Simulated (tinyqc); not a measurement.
Pair-potential crystal by lattice sums: one step, computed by the program tinyqc.

Energy per atom E = (1/2) sum over neighbours of phi(r); d is the nearest-neighbour distance.

Question. Energy and virial pressure. E = (1/2) sum count x phi; P = -(1/(6 Omega)) sum count x r phi', Omega = 0.769800 d^3.

Inputs (values chosen for the exercise, for model atoms): pair minimum r0 = 3.33 angstrom; trial neighbour distance d/r0 = 1.01.

Potential: Morse. Structure: bcc.

Shells:
```
shell  count  r (angstrom)    phi (eV)  phi' (eV/angstrom)  phi'' (eV/angstrom^2)
1          8      3.363300  -0.1944744          -0.0251879              0.9112603
2          6      3.883604  -0.1397627           0.1611356              0.0245710
3         12      5.492246  -0.0003352           0.0066729             -0.0685769
```

Constants: 1 eV/angstrom^3 = 160.2176634 GPa.

Give: energy at the trial distance; pressure at the trial distance.

Answer.

energy at the trial distance = -1.199 eV/atom

pressure at the trial distance = -3.207 GPa

The pressure is negative, so the lattice wants to contract.
